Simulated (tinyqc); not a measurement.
## Scale length and barrier from the threshold roll-off

Inverse problem. For L well above Lambda the threshold falls by 2 m sqrt(A (A + Vds)) exp(-pi L/(2 Lambda)), A being the height of the source potential over the barrier top; the two values follow this form. Find Lambda and A.

Values chosen for this exercise: long-channel body factor m = 1; drain voltage Vds = 0.8 V.

threshold lowering at L = 26 and 42 nm (mV): [61.193624, 8.9721023]

Answer. The ratio of the two values gives Lambda; the prefactor gives A (A + Vds), a quadratic with one positive root.

Lambda = 13.1 nm
A = 0.400 V

tinyqc, about 0.01 s, one thread, Intel Xeon 2.30GHz (shared host): `OMP_NUM_THREADS=1 python tinyqc.py 2420092 2420093 out.jsonl`
